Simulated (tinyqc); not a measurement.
Inside a calculation. Model: Schottky barrier on an n-type semiconductor with a doping step, non-linear Poisson equation by Newton steps.

tinyqc, about 0.05 s, one thread, Intel Xeon 2.30GHz (shared host): `OMP_NUM_THREADS=1 python tinyqc.py 2020077 2020078 out.jsonl` Printed values are rounded.

One dimension, metal at x = 0, donor density C(x) = N1 for x < x1 and Nd beyond. Energies are counted from the electron Fermi level of the semiconductor and the conduction-band edge is Ec = -psi, so n = Nc exp(psi/Vt); holes follow the Fermi level of the metal, at -V, so p = Nv exp((V - psi - Eg)/Vt). Ends: psi(0) = V - phiB and psi = Vt ln(Nd/Nc) deep inside. Boltzmann statistics, full ionisation, no current, no image force in the Poisson equation.

Values chosen for this exercise; band and dielectric values those of a made-up semiconductor:
- T = 300 K (temperature)
- Eg = 1.17 eV (band gap)
- eps_r = 10.7 (relative permittivity)
- Nc = 2.54e19 cm^-3 (conduction-band density of states at T)
- Nv = 3.29e19 cm^-3 (valence-band density of states at T)
- Nd = 1.3e17 cm^-3 (donor density deep in the semiconductor)
- phiB = 0.6 eV (barrier height)
- V = 0 V (bias of the metal against the semiconductor)
- x1 = 25 nm (depth of the doping step)
- N1 = 3.9e16 cm^-3 (donor density above the step)

Constants: q = 1.602176634e-19 C, kB = 1.380649e-23 J/K, Vt = kB T/q, eps0 = 8.8541878128e-14 F/cm where lengths are in cm. Results are converted to the units shown.

## End potentials, built-in voltage, Debye length

psi_0 = V - phiB, psi_b = Vt ln(Nd/Nc), Vbi = phiB - Vt ln(Nc/Nd), LD = sqrt(eps0 eps_r Vt/(q Nd)), W = sqrt(2 eps0 eps_r (Vbi - V)/(q Nd)), hole density at the metal p_0 = Nv exp((phiB - Eg)/Vt).

psi_0 = -0.6 V
psi_b = -0.136369 V
Vbi = 0.463631 V
LD = 10.8439 nm
W for uniform Nd = 64.9443 nm
p_0 = 8.74213e9 cm^-3

The hole density at the metal is 6.7e-8 times Nd, so holes hardly matter.

## Doping on the mesh

x, node 0 to 14 (nm): 0  6.9  14.5  23  32.4  42.8  54.3  67.1  81.3  97  114  134  155  179  205

C = N1 for x < x1 and Nd beyond, taken at the nodes.

donor density C, node 0 to 14 (cm^-3): 3.9e16  3.9e16  3.9e16  3.9e16  1.3e17  1.3e17  1.3e17  1.3e17  1.3e17  1.3e17  1.3e17  1.3e17  1.3e17  1.3e17  1.3e17

## Couplings between neighbouring nodes

a_i = eps0 eps_r/h_i for the interval from node i to i + 1, with h_i = x_(i+1) - x_i in cm.

coupling a_i, interval 0 to 13 (F/cm^2): 1.37304e-6  1.24658e-6  1.11459e-6  1.00787e-6  9.10960e-7  8.23824e-7  7.40155e-7  6.67182e-7  6.03438e-7  5.57293e-7  4.73699e-7  4.51142e-7  3.94749e-7  3.64384e-7

## Starting potential

A straight line in x from psi_0 = V - phiB to psi_b = Vt ln(Nd/Nc).

psi at the start, node 0 to 14 (V): -0.600000  -0.584395  -0.567207  -0.547983  -0.526724  -0.503203  -0.477194  -0.448246  -0.416131  -0.380623  -0.342176  -0.296943  -0.249449  -0.195171  -0.136369

## Iteration 1: densities, residual and Jacobian diagonal

n_i = Nc exp(psi_i/Vt), p_i = Nv exp((V - psi_i - Eg)/Vt), rho_i = p_i - n_i + C_i, g_i = (n_i + p_i)/Vt. Box widths w_i = (h_(i-1) + h_i)/2 in cm. Residual F_i = a_i (psi_(i+1) - psi_i) - a_(i-1) (psi_i - psi_(i-1)) + q rho_i w_i; Jacobian: a_(i-1) and a_i beside the diagonal, b_i = -a_(i-1) - a_i - q g_i w_i on it. The two end nodes are fixed.

```
node   n (cm^-3)  p (cm^-3)
0      2.11484e9  8.74213e9
1      3.86752e9  4.78038e9
2      7.51940e9  2.45873e9
3     1.58171e10  1.16887e9
4     3.59970e10  5.13604e8
5     8.94126e10  2.06774e8
6     2.44525e11  7.56085e7
7     7.49274e11  2.46748e7
8     2.59507e12  7.12437e6
9     1.02482e13  1.80405e6
10    4.53456e13  4.07717e5
11    2.60859e14    70874.4
12    1.63783e15    11288.2
13    1.33694e16    1382.87
14        1.3e17    142.217
```

```
node  residual F (C/cm^2)  diagonal b (F/cm^2)
1              4.53015e-9          -2.61962e-6
2              5.03003e-9          -2.36116e-6
3              5.59240e-9          -2.12246e-6
4              2.06200e-8          -1.91883e-6
5              2.28070e-8          -1.73478e-6
6              2.53063e-8          -1.56398e-6
7              2.81180e-8          -1.40734e-6
8              3.11377e-8          -1.27064e-6
9              3.40516e-8          -1.16084e-6
10             3.85189e-8          -1.03151e-6
11             4.26123e-8          -9.28155e-7
12             4.62732e-8          -8.68730e-7
13             4.67157e-8          -9.66275e-7
```

## Iteration 1: Newton step

Solve the tridiagonal system a_(i-1) d_(i-1) + b_i d_i + a_i d_(i+1) = -F_i for nodes 1 to 13, with d = 0 on fixed nodes. Each component d is damped to sign(d) Vt ln(1 + |d|/Vt) before it is added.

Newton step d, before damping, node 1 to 13 (V): 0.116546  0.241281  0.376275  0.520014  0.656408  0.779545  0.882413  0.954397  0.982421  0.951848  0.835609  0.625242  0.303774
psi after iteration 1, node 0 to 14 (V): -0.600000  -0.540285  -0.506833  -0.477035  -0.447875  -0.418589  -0.388291  -0.356234  -0.322148  -0.285912  -0.248260  -0.206300  -0.166044  -0.129362  -0.136369

## Iteration 2: densities, residual and Jacobian diagonal

As before.

```
node   n (cm^-3)  p (cm^-3)
0      2.11484e9  8.74213e9
1     2.13031e10  8.67866e8
2     7.76993e10  2.37946e8
3     2.46035e11  7.51446e7
4     7.60078e11  2.43241e7
5     2.35969e12  7.83502e6
6     7.61798e12  2.42692e6
7     2.63244e13  7.02321e5
8     9.83989e13  1.87890e5
9     3.99696e14    46255.6
10    1.71493e15    10780.7
11    8.69254e15    2126.90
12    4.12494e16    448.205
13    1.70467e17    108.456
14        1.3e17    142.217
```

```
node  residual F (C/cm^2)  diagonal b (F/cm^2)
1             -3.57598e-8          -2.61962e-6
2             -3.45876e-9          -2.36116e-6
3              1.76941e-9          -2.12246e-6
4              1.79098e-8          -1.91883e-6
5              2.10878e-8          -1.73480e-6
6              2.40711e-8          -1.56404e-6
7              2.71280e-8          -1.40756e-6
8              3.02390e-8          -1.27153e-6
9              3.30662e-8          -1.16478e-6
10             3.69176e-8          -1.05065e-6
11             3.81277e-8          -1.03528e-6
12             2.83125e-8          -1.42109e-6
13            -3.32416e-8          -3.40030e-6
```

## Iteration 2: Newton step

As before.

Newton step d, before damping, node 1 to 13 (V): 0.047633  0.128785  0.222651  0.324699  0.417946  0.495465  0.549265  0.568469  0.540450  0.454705  0.294767  0.114477  0.003514
psi after iteration 2, node 0 to 14 (V): -0.600000  -0.513278  -0.460592  -0.418530  -0.380476  -0.345092  -0.310632  -0.276037  -0.241101  -0.206113  -0.172706  -0.141208  -0.122313  -0.126068  -0.136369

## Iteration 3: densities, residual and Jacobian diagonal

As before.

```
node   n (cm^-3)  p (cm^-3)
0      2.11484e9  8.74213e9
1     6.05547e10  3.05314e8
2     4.64769e11  3.97794e7
3     2.36501e12  7.81738e6
4     1.03066e13  1.79382e6
5     4.05084e13  4.56404e5
6     1.53620e14  1.20350e5
7     5.85627e14    31569.9
8     2.26213e15    8172.92
9     8.75556e15    2111.59
10    3.18785e16    579.959
11    1.07806e17    171.496
12    2.23908e17    82.5705
13    1.93637e17    95.4789
14        1.3e17    142.217
```

```
node  residual F (C/cm^2)  diagonal b (F/cm^2)
1             -4.88658e-8          -2.61962e-6
2             -1.37666e-8          -2.36116e-6
3             -2.93508e-9          -2.12247e-6
4              1.44984e-8          -1.91889e-6
5              1.89552e-8          -1.73506e-6
6              2.24933e-8          -1.56514e-6
7              2.56943e-8          -1.41224e-6
8              2.84008e-8          -1.29158e-6
9              2.92653e-8          -1.24945e-6
10             2.53866e-8          -1.39649e-6
11            8.93504e-10          -2.29450e-6
12            -4.38597e-8          -3.96815e-6
13            -2.77603e-8          -3.75929e-6
```

## Iteration 3: Newton step

As before.

Newton step d, before damping, node 1 to 13 (V): 0.000274  0.039776  0.096307  0.161737  0.218224  0.257749  0.271755  0.250777  0.189229  0.100195  0.019165  -0.009710  -0.008404
psi after iteration 3, node 0 to 14 (V): -0.600000  -0.513005  -0.436507  -0.378384  -0.329241  -0.287052  -0.248712  -0.212870  -0.179824  -0.151343  -0.131750  -0.126869  -0.130557  -0.133345  -0.136369

## Course of the Newton iteration

Stop when the largest undamped |d| is below 1e-9 V, or after 80 iterations.

Course of the iteration:
```
iteration  largest |F| (C/cm^2)  largest |d| (V)  at node
1                       4.67e-8            0.982        9
2                       3.81e-8            0.568        8
3                       4.89e-8            0.272        7
4                       2.55e-8            0.107        6
5                       1.66e-8           0.0340        6
6                       6.71e-9          7.21e-3        6
7                      9.58e-10          5.92e-4        6
8                      1.03e-11          5.06e-6        6
9                      7.98e-16         3.72e-10        6
```

Converged in 9 iterations. Once the step is below 0.1 Vt, 2 more iteration(s) reach the threshold: near the solution the error is roughly squared each time.

## Converged densities, field and barrier lowering

converged psi, node 0 to 14 (V): -0.600000  -0.528985  -0.454400  -0.375495  -0.293782  -0.225961  -0.177785  -0.151466  -0.140909  -0.137549  -0.136640  -0.136420  -0.136377  -0.136370  -0.136369

n and p as above; E_i = -(psi_(i+1) - psi_i)/h_i; at the metal |E_0| = |E on interval 0| + q rho_0 (h_0/2)/(eps0 eps_r), rho_0 = p_0 - n_0 + C_0; image-force lowering dphi = sqrt(q |E_0|/(4 pi eps0 eps_r)).

```
node   n (cm^-3)  p (cm^-3)
0      2.11484e9  8.74213e9
1     3.29819e10  5.60556e8
2     5.90546e11  3.13070e7
3     1.24968e13  1.47944e6
4     2.94788e14    62717.0
5     4.06309e15    4550.28
6     2.61922e16    705.867
7     7.24974e16    255.019
8     1.09060e17    169.524
9     1.24195e17    148.864
10    1.28642e17    143.718
11    1.29741e17    142.501
12    1.29955e17    142.266
13    1.29994e17    142.224
14        1.3e17    142.217
```

field E, interval 0 to 13 (kV/cm): -102.920  -98.139  -92.829  -86.928  -65.213  -41.892  -20.562  -7.434  -2.140  -0.535  -0.110  -0.020  -0.003  0.000
|E_0| at the metal = 105.196 kV/cm
image-force lowering = 37.6256 mV

A mesh of about 1000 nodes or more gives |E_0| = 107.7 kV/cm; the 15-node value is 2.3 % below it.
